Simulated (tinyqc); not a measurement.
What moves the results: Slater-Koster d bands of an fcc metal. A value that a table varies takes the place of the one given here.

Slater-Koster d bands. For a bond with direction cosines (l, m, n) the 5 x 5 block is dds Ps + ddp Pp + ddd (1 - Ps - Pp), the projectors on sigma, pi and delta states about the bond; for instance <xy|xy> = 3 l^2 m^2 dds + (l^2 + m^2 - 4 l^2 m^2) ddp + (n^2 + l^2 m^2) ddd, <xy|yz> = 3 l m^2 n dds + l n (1 - 4 m^2) ddp + l n (m^2 - 1) ddd and <3z2-r2|3z2-r2> = (n^2 - (l^2 + m^2)/2)^2 dds + 3 n^2 (l^2 + m^2) ddp + (3/4)(l^2 + m^2)^2 ddd. H(k) sums the blocks times cos(k.R) over the neighbours; the d level is the zero of energy; k in 2 pi/a.

Neighbours: twelve at (a/2)(1,1,0) and equivalents.

Mesh: k = f1 b1 + f2 b2 + f3 b3 with fractions (j + 1/2)/N, j = 0 to N - 1, and b = (-1,1,1), (1,-1,1), (1,1,-1) for fcc, (0,1,1), (1,0,1), (1,1,0) for bcc, unit vectors for simple cubic. The lowest Nd/10 of all levels are filled with two electrons each; the bond energy is their sum per atom.

Parameters, chosen for this exercise (of the size met in Ru; not measured data):

| symbol | value | unit | meaning |
|---|---|---|---|
| dds | -0.962 | eV | dd sigma |
| ddp | 0.664 | eV | dd pi |
| ddd | -0.106 | eV | dd delta |
| N | 10 |  | mesh |
| f2 | 0.487 |  | factor for second neighbours in bcc |

## Band filling: full bands against the rectangular model

W = sqrt(12 mu2) with mu2 the mean square level on the mesh; rectangular model: Fermi level W (Nd/10 - 1/2), bond energy -W Nd (10 - Nd)/20. The Fermi level of the mesh is the highest filled level.

Per atom (eV):

| Nd | EF, bands | bond energy, bands | EF, rectangle | bond energy, rectangle |
|---|---|---|---|---|
| 1 | -2.823 | -3.557 | -2.904 | -3.267 |
| 2 | -2.237 | -6.086 | -2.178 | -5.807 |
| 3 | -1.477 | -7.934 | -1.452 | -7.622 |
| 4 | -0.461 | -8.968 | -0.726 | -8.711 |
| 5 | 0.202 | -9.105 | 0.000 | -9.074 |
| 6 | 1.044 | -8.483 | 0.726 | -8.711 |
| 7 | 1.547 | -7.176 | 1.452 | -7.622 |
| 8 | 2.176 | -5.270 | 2.178 | -5.807 |
| 9 | 2.673 | -2.829 | 2.904 | -3.267 |

W = 7.259 eV
full width on the mesh = 8.276 eV

The bond energy is deepest at Nd = 5 (-9.105 eV); the rectangle has its minimum at 5. The two differ most at Nd = 8, by 0.537 eV or 6 % of the deepest value: the second moment fixes the parabola, and higher moments the rest. At Nd = 3 and 7 the bands give -7.934 and -7.176 eV, a skew towards less than half filling.

## Which lattice a d-band metal prefers

fcc has twelve neighbours, bcc eight and six (the six times f2), simple cubic six. The integrals of bcc and sc are scaled so that all three have the second moment of fcc, which stands for equal repulsion (structural energy difference theorem). s and p electrons are left out.

Bond energy per atom:

| Nd | fcc (eV) | bcc - fcc (meV) | sc - fcc (meV) |
|---|---|---|---|
| 1 | -3.557 | 221 | 81 |
| 2 | -6.086 | 143 | 146 |
| 3 | -7.934 | -93 | 399 |
| 4 | -8.968 | -374 | 506 |
| 5 | -9.105 | -140 | 417 |
| 6 | -8.483 | 289 | 20 |
| 7 | -7.176 | 433 | -359 |
| 8 | -5.270 | 217 | -670 |
| 9 | -2.829 | -134 | -647 |

scale factors: bcc 1.1285, sc 1.4142

mu3/mu2^1.5: fcc -0.279, bcc -0.266, sc 0.000

mu4/mu2^2: fcc 1.870, bcc 1.715, sc 2.126

largest change of a difference when N is raised to 14 = 24 meV

fcc is lowest for Nd = 1, 2 and 6. bcc is lowest for Nd = 3, 4 and 5. sc is lowest for Nd = 7, 8 and 9. bcc gains most on fcc at Nd = 4 (-374 meV). A small fourth moment marks a two-peaked band, which tends to favour fillings near one half; bcc has -8 % against fcc, and at Nd = 5 it lies -140 meV from fcc (differences of a few tens of meV are within the error of the mesh; hcp is left out, and this d-only model can miss the lattice of the real metal). The third moments, from three-membered rings, skew the bands. That simple cubic wins anywhere comes from keeping d bands and equal second moments alone; no transition metal takes it. Differences below about 24 meV are within the error of this mesh, and the s and p electrons left out weigh most where the d band is nearly empty or full.

## What each integral does

Levels at Gamma, E(t2g) = 3 dds + 4 ddp + 5 ddd, E(eg) = 1.5 dds + 6 ddp + 4.5 ddd, and W = sqrt(12 mu2), the width of a rectangular band with the same second moment mu2 = z (dds^2 + 2 ddp^2 + 2 ddd^2)/5, z = 12. Each row changes one parameter from the base and keeps the others.

Results:

| case | t2g (eV) | eg (eV) | W (eV) |
|---|---|---|---|
| base | -0.7600 | 2.0640 | 7.2592 |
| dds = -1.1063 eV | -1.1929 | 1.8476 | 7.8289 |
| ddp = 0.7636 eV | -0.3616 | 2.6616 | 7.8029 |
| ddd = -0.0901 eV | -0.6805 | 2.1355 | 7.2468 |

The largest shifts from the base row, up to three for each result and ties (the steps differ in size, so this ranks the rows, not the parameters). t2g (eV): dds -0.4329, ddp +0.3984, ddd +0.0795. eg (eV): ddp +0.5976, dds -0.2165, ddd +0.0715. W (eV): dds +0.5697, ddp +0.5438, ddd -0.0124. The ratio of the shifts of t2g and eg names the integral: 3 : 1.5 for dds, 4 : 6 for ddp, 5 : 4.5 for ddd.

tinyqc: `OMP_NUM_THREADS=1 python tinyqc.py 1482474 1482475 out.jsonl`; about 0.03 s, one thread, shared Intel(R) Xeon(R) Processor @ 2.30GHz.
